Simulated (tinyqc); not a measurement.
## Frequency dispersion of an accumulation capacitance by border traps, distributed model: capacitance and loss against frequency

Traps spread evenly through the insulator exchange electrons with the semiconductor by tunnelling, with tau(x) = t0 exp(2 ka x) at depth x from the interface. The admittance per area Y seen at depth x obeys dY/dx = -Y^2/(i w eps0 eox) + q Nb ln(1 + i w tau)/tau, with Y(0) = i w Cs and w = 2 pi f; the gate sees Y(tox) = G + i w C. Working variable y = Y/(i w), in uF/cm^2. Cox = eps0 eox/tox.

Cox; trap-free value 1/(1/Cox + 1/Cs); response depth d = ln(1/(w t0))/(2 ka), where w tau = 1; lumped estimate: all traps within d act as C_bt = q Nb d placed at d/2, so C = 1/{1/[1/(1/Cs + d/(2 eps0 eox)) + C_bt] + (tox - d/2)/(eps0 eox)}. C and G from a fine integration; dispersion -d C/d log10 f over C, from f times and over 1.1. For a broad spread of time constants G/w is close to -(pi/2) dC/d ln w.

Values chosen for this exercise; permittivity close to that of zirconium oxide:
- eox = 22.8 (relative permittivity of the insulator)
- tox = 5.3 nm (insulator thickness)
- Cs = 1.1 uF/cm^2 (semiconductor capacitance in accumulation)
- Nb = 8e18 cm^-3 eV^-1 (density of border traps)
- ka = 5.7 1/nm (decay constant of the wave function in the insulator)
- t0 = 5e-11 s (time constant of a trap at the interface)

Constants: q = 1.602176634e-19 C, eps0 = 8.8541878128e-14 F/cm where lengths are in cm. Results are converted to the units shown.

The same in every row: trap-free C (uF/cm^2) = 0.8535.

Capacitance and loss against frequency:
```
f (Hz)	d (nm)	C (uF/cm^2)	G/w (uF/cm^2)	dispersion (% a decade)	-(pi/2) dC/d ln w (uF/cm^2)	lumped C (uF/cm^2)
10	1.717	1.002	0.01207	1.766	0.01207	0.9932
100	1.515	0.9840	0.01187	1.768	0.01187	0.9760
1000	1.313	0.9667	0.01168	1.772	0.01168	0.9590
10000	1.111	0.9497	0.01151	1.776	0.01151	0.9422
1e5	0.9095	0.9330	0.01134	1.781	0.01134	0.9256
1e6	0.7075	0.9165	0.01118	1.788	0.01118	0.9093
1e7	0.5055	0.9002	0.01102	1.796	0.01103	0.8931
```

C falls from 1.002 to 0.9002 uF/cm^2, towards the trap-free 0.8535; each decade of frequency removes ln 10/(2 ka) = 0.202 nm from the response depth. The dispersion rises from 1.77 to 1.80 % a decade and G/w falls from 0.0121 to 0.0110 uF/cm^2. G/w lies between 0.999 and 1.00 times -(pi/2) dC/d ln w, the relation for a broad spread of time constants.

Program tinyqc, `OMP_NUM_THREADS=1 python tinyqc.py 2202140 2202141 out.jsonl`; Intel Xeon 2.30GHz, shared host, one thread, about 0.4 s.
